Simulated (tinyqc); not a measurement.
Inside a calculation. Model: classical Heisenberg spin chain: exact results, Metropolis, heat-bath and over-relaxation steps, and a Monte Carlo run. Computed by tinyqc, a small Python program that keeps every step. Command: `OMP_NUM_THREADS=1 python tinyqc.py 3130449 3130450 out.jsonl heismc walk`. One thread of a shared host (Intel(R) Xeon(R) Processor @ 2.30GHz), about 0.1 s of CPU time with the checks. Intermediate numbers are printed to about 6 digits and carried at full precision; extremes and crossings named in words are read from the listed rows.

E = -J sum_i s_i . s_(i+1) for unit vectors s_i on an open chain; K = J/(k_B T).

Inputs (values chosen for the exercise, for a model chain of large moments):
```
quantity                     value  unit
coupling J                      12   meV
temperature T                  345     K
moment mu                      2.3  mu_B
length N of the open chain       8     -
seed                        337096     -
```

Update: heat bath.

Constants: k_B = 8.617333262e-05 eV/K; mu_B = 5.7883818060e-05 eV/T.

## Exact results

Each bond angle is independent, so u = <s_i . s_(i+1)> = coth K - 1/K, <s_i . s_(i+n)> = u^n, correlation length xi = -1/ln|u|, energy per bond -J u, heat capacity per bond c/k_B = 1 - K^2/sinh^2 K, and for the long chain chi = mu^2 (1 + u)/(3 k_B T (1 - u)) per spin.

K = 0.403635

u = 0.133106

xi = 0.495882 sites

energy per bond = -1.59727 meV

heat capacity = 0.0525824 k_B/bond

chi over the Curie value = 1.30709

chi = 0.00448750 mu_B/T per spin

For |K| << 1, u = K/3 = 0.1345.

## Finite chain

For N spins, <|sum s|^2>/N = (1 + u)/(1 - u) - 2 u (1 - u^N)/(N (1 - u)^2); the long chain has (1 + u)/(1 - u), chi over the Curie value, and the difference is relative to it.

<|sum s|^2>/N = 1.26281

difference from the long chain = -3.38767 %

## Four single-spin steps

four neighbouring spins (rows; components x, y, z):
```
         1        2        3
1   0.6518  -0.7533  -0.0877
2  -0.7994  -0.3685  -0.4745
3   0.6083  -0.2137   0.7644
4   0.0584  -0.8459  -0.5301
```

random numbers, one row a step:
```
        1       2       3
1  0.2502  0.1328  0.4275
2  0.7234  0.9451  0.5537
3  0.2439  0.0501  0.4002
4  0.9054  0.7407  0.6736
```

The given spins are first normalised. Spins 2 and 3 are updated in turn, with h = K (sum of the two neighbours). Heat bath: cos(theta) = 1 + ln(1 - r1 (1 - exp(-2 |h|)))/|h| about n = h/|h|, azimuth 2 pi r2 = phi in the frame a = n x z/|n x z|, b = n x a: s = n cos(theta) + sin(theta)(a cos(phi) + b sin(phi)); r1, r2 are the first two numbers of the row.

Steps:
```
spin       |h|  h . s before  h . s after       move          x          y          z
2     0.696884     -0.392368     0.488486  heat bath   0.384285  -0.898686  -0.211396
3     0.785736      0.030394    -0.065520  heat bath  -0.896402  -0.280339   0.343328
2     0.440977      0.315192     0.286739  heat bath  -0.861240  -0.502400  -0.076551
3     0.679085      0.358980    -0.437468  heat bath   0.204928   0.256855   0.944474
```

## A run and its error bars

From the ordered state (alternating for J < 0), with each spin drawn from exp(h . s), h = K x sum of neighbours, 200 sweeps are discarded and 1600 recorded (even and odd sites in turn; random numbers not printed, so these rows are one sample). Errors are the scatter of block means over sqrt(number of blocks).

Blocking:
```
block length  mean bond product       error  <|sum s|^2>/N      error
1                      0.126255  0.00536187        1.24424  0.0227283
4                      0.126255  0.00544188        1.24424  0.0228607
16                     0.126255  0.00482092        1.24424  0.0222056
40                     0.126255  0.00476840        1.24424  0.0207012
80                     0.126255  0.00426427        1.24424  0.0215349
```

With blocks of 40 the bond product is 1.4 error bars from the exact u = 0.1331, and <|sum s|^2>/N is 0.9 from the exact 1.263. Blocking to 40 changes the two errors by factors 0.9 and 0.9.

Checks made by the program: c against a difference of the energy (relative difference 8e-10).
